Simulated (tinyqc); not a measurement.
# Pinning factor and decay constant from two barriers

Question. phiB = S (phiM - chi) + (1 - S)(Eg - E0) with S = 1/(1 + (1/S0 - 1) exp(-be ti)). Find S0, S at the given thickness and be.

Values chosen for this exercise; semiconductor values close to those of germanium; interlayer mass of the order of that in hafnium oxide, offset chosen freely:
```
symbol  value  unit                                         meaning
Eg      0.653    eV                                        band gap
chi      4.07    eV                               electron affinity
E0      0.088    eV  charge-neutrality level above the valence band
phiM     3.96    eV                             metal work function
```

phiB at ti = 0, 0.4 nm (eV): [0.53192500, 0.47912111]

Answer. Each barrier gives its S by linear interpolation between the pinned and the unpinned value; the ratio of the two values of 1/S - 1 is exp(be ti).

S0 = 0.04900
S = 0.1272
be = 2.600 1/nm

Computed by the program tinyqc: `OMP_NUM_THREADS=1 python tinyqc.py 2270081 2270082 out.jsonl`, one thread of a shared Intel Xeon 2.30GHz, about 0.02 s for the whole run.
